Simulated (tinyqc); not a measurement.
Band bending at a free surface with a continuum of surface states, surface photovoltage and Kelvin probe: one step of the calculation.

n-type bulk, xi = Ec - EF = Vt ln(Nc/Nd), p0 = ni^2/Nd, ni = sqrt(Nc Nv) exp(-Eg/(2 Vt)), Eg in volts. b is the upward band bending, u = b/Vt. Space charge per area, in units of q: Qc = sign(b) sqrt((2 eps0 eps_r Vt/q) [(Nd + dn)(exp(-u) - 1) + Nd u + (p0 + dn)(exp(u) - 1)]), with dn the excess density under light (flat quasi-Fermi levels; 0 in the dark). The states hold -Ds (E0 - xi - b): negative while the Fermi level lies above the neutrality level. Neutrality: Qc + Qf + (charge of the states) = 0.

Task. Work function and Kelvin-probe reading. Work function chi + xi + b; contact potential difference CPD = (work function of the sample) - pt. Depth of EF below Ec at the surface: xi + b. Depletion width Qc/Nd.

Values chosen for this exercise; band and dielectric values close to those of gallium nitride: temperature T = 350 K; band gap Eg = 3.33 eV; relative permittivity eps_r = 9.5; conduction-band density of states at T Nc = 2.9e18 cm^-3; valence-band density of states at T Nv = 5.68e19 cm^-3; electron affinity chi = 4.08 eV; donor density Nd = 1.1e16 cm^-3; work function of the probe tip pt = 4.58 eV; depth of their neutrality level below the conduction edge E0 = 0.52 eV.

Constants: q = 1.602176634e-19 C, kB = 1.380649e-23 J/K, Vt = kB T/q, eps0 = 8.8541878128e-14 F/cm where lengths are in cm. Results are converted to the units shown.

converged b = 0.33755118 V

Find: xi + b; Qc; Qc/Nd; work function; CPD.

Result.

xi + b = 0.50568 eV
Qc = 1.8842e11 cm^-2
Qc/Nd = 171.30 nm
work function = 4.5857 eV
CPD = 5.6839 mV

The Fermi level lies 14.3 meV above the neutrality level.

Numbers from tinyqc (`OMP_NUM_THREADS=1 python tinyqc.py 2430116 2430117 out.jsonl`; about 0.01 s on one thread of a shared Intel Xeon 2.30GHz).
